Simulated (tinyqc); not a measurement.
From one set of inputs to another, one input at a time: concentration-dependent dopant diffusion with charged defects and the built-in field. Computed by tinyqc, a small Python program. Command: `OMP_NUM_THREADS=1 python tinyqc.py 3003312 3003313 out.jsonl extrinsic ladder`. One thread of a shared host (Intel(R) Xeon(R) Processor @ 2.30GHz), about 0.4 s of CPU time with the checks.

A constant source C_s feeds a half space. The dopant moves through neutral point defects and through charged ones, whose number grows with the majority carrier density n.

The inputs printed are set A. Inputs not listed in the table keep their values of set A, so the rows need not describe a real material.

Inputs (values chosen for the exercise, modelled on phosphorus in silicon): neutral prefactor D0x = 3.54 cm^2/s; neutral activation energy E0 = 3.65 eV; singly charged prefactor D01 = 4.42 cm^2/s; activation energy E1 = 4.01 eV; doubly charged prefactor D02 = 38.7 cm^2/s; activation energy E2 = 4.38 eV; surface concentration C_s = 2.6e+18 1/cm^3; junction level C_B = 1e+16 1/cm^3; temperature T = 950 C; time t = 3000 s.

Field enhancement: on.

Constants: k_B = 8.617333262e-05 eV/K.

Method:
- n_i = 3.87e16 T^1.5 exp(-7014/T) per cm^3 (T in kelvin, an empirical form); each D = prefactor x exp(-E/(k_B T)); the intrinsic diffusivity D_i is their sum.
- Temperatures in kelvin are T(C) + 273.15.
- n = C/2 + sqrt(C^2/4 + n_i^2); D(C) = h [Dx + D1 (n/n_i) + D2 (n/n_i)^2], h = 1 + C/sqrt(C^2 + 4 n_i^2).
- With y = x/sqrt(D_s t), u = C/C_s and q = -(D/D_s) du/dy: du/dy = -q D_s/D, dq/dy = -(y/2) q D_s/D, u(0) = 1. The surface flux q(0) is shot so that u tends to 0 (LSODA, an adaptive multistep solver, relative tolerance 1e-10). Dose Q = 2 q(0) C_s sqrt(D_s t).
- The junction lies where C = C_B.

Each row keeps all changes above it:
```
input moved                                                                 from          to  junction depth x_j (nm)  dose Q (1/cm^2)  junction in units of sqrt(D_s t)
set A                                                                          -           -                    133.5       1.0111e+13                            3.7278
temperature T (C)                                                            950        1125                   1171.2       8.6087e+13                            3.9195
surface concentration C_s (1/cm^3)                                       2.6e+18     5.9e+18                   1283.2       2.0324e+14                            4.0476
junction level C_B (1/cm^3)                                                1e+16       7e+16                   1037.5       2.0324e+14                            3.2725
neutral prefactor D0x (cm^2/s) and neutral activation energy E0 (eV)  3.54, 3.65  3.35, 3.67                    938.8       1.8412e+14                            3.2651
singly charged prefactor D01 (cm^2/s) and activation energy E1 (eV)   4.42, 4.01  4.68, 3.98                    951.2       1.8674e+14                            3.2588
time t (s)                                                                  3000         110                    182.1       3.5758e+13                            3.2588
```

Where does the difference come from?

Junction depth x_j goes from 134 to 182, a factor 1.36 in all. The largest single move comes from temperature T (a factor 8.77), and time t works against it (a factor 0.191). Dose Q goes from 1.01e13 to 3.58e13, a factor 3.54 in all. The largest single move comes from temperature T (a factor 8.51), and time t works against it (a factor 0.191). Junction in units of sqrt(D_s t) goes from 3.73 to 3.26, a factor 0.874 in all. The largest single move comes from junction level C_B (a factor 0.808), and temperature T works against it (a factor 1.05). The single moves hold for this order of the switches; the total does not depend on the order.

Extremes, crossings and ranges named in words are read from the listed rows.
